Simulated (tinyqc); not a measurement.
# Short-channel transistor, virtual-source model with series resistance: supply voltage at a fixed off current

The current per gate width is the charge at the top of the source barrier (the virtual source) times its velocity times a saturation function; al and be are fitting constants of the model. Units: I in uA/um, Rs in ohm um, so I Rs = 1e-6 I Rs in volts; Q in uC/cm^2, so I = 1e-4 Q vx0 Fsat with vx0 in cm/s.

Intrinsic voltages Vg' = Vgs - I Rs, Vd' = Vds - 2 I Rs. n = n0 + nd Vd', VT = VT0 - dl Vd', Ff = 1/(1 + exp((Vg' - VT + al Vt/2)/(al Vt))), Q = Cinv n Vt ln(1 + exp((Vg' - VT + al Vt Ff)/(n Vt))), Vdsat = (vx0 L/mu)(1 - Ff) + Vt Ff, Fsat = u/(1 + u^be)^(1/be) with u = Vd'/Vdsat, and I = Q vx0 Fsat per width. I is solved self-consistently. For each supply Vdd, VT0 is set so that I(Vgs = 0, Vds = Vdd) = 10 nA/um; Ion = I(Vdd, Vdd); C = Cinv L + 0.72 fF/um of parasitic capacitance; delay C Vdd/Ion, energy C Vdd^2.

Values chosen for this exercise: temperature T = 300 K; inversion capacitance Cinv = 1.54 uF/cm^2; velocity at the virtual source vx0 = 6.44e6 cm/s; apparent mobility mu = 800 cm^2/(V s); channel length L = 65 nm; drain-induced barrier lowering dl = 0.021 V/V; subthreshold factor n0 = 1.41; growth of n with drain voltage nd = 0.1 1/V; threshold shift (in units of Vt) from weak to strong inversion al = 3.5; sharpness of saturation be = 1.6; series resistance of each contact Rs = 200 ohm um.

Constants: q = 1.602176634e-19 C, kB = 1.380649e-23 J/K, Vt = kB T/q. Results are converted to the units shown.

Result of one run:
```
VT0 (V)  Ion (uA/um)  delay (ps)  energy (fJ/um)
0.4323         480.9       3.579           1.721
```

Which supply voltage Vdd gave this result: 0.5, 0.6, 0.8, 1 or 1.1 V?

Vdd = 1 V.

The whole series:
```
Vdd (V)  VT0 (V)  Ion (uA/um)  delay (ps)  energy (fJ/um)
0.4       0.4049        42.76       16.10          0.2754
0.5       0.4095        98.69       8.719          0.4303
0.6       0.4141        168.2       6.138          0.6196
0.7       0.4187        243.8       4.942          0.8433
0.8       0.4232        321.9       4.277           1.101
0.9       0.4278        401.2       3.861           1.394
1         0.4323        480.9       3.579           1.721
1.1       0.4369        560.9       3.375           2.082
```

The VT0 needed rises from 0.405 to 0.437 V and Ion rises from 42.8 to 561 uA/um. The delay falls from 16.1 to 3.38 ps, while the energy grows as Vdd^2. Going from 0.4 to 0.5 V changes the delay by -46 %, going from 1 to 1.1 V by -5.7 %.

Program tinyqc, `OMP_NUM_THREADS=1 python tinyqc.py 2380122 2380123 out.jsonl`; Intel Xeon 2.30GHz, shared host, one thread, about 0.01 s.
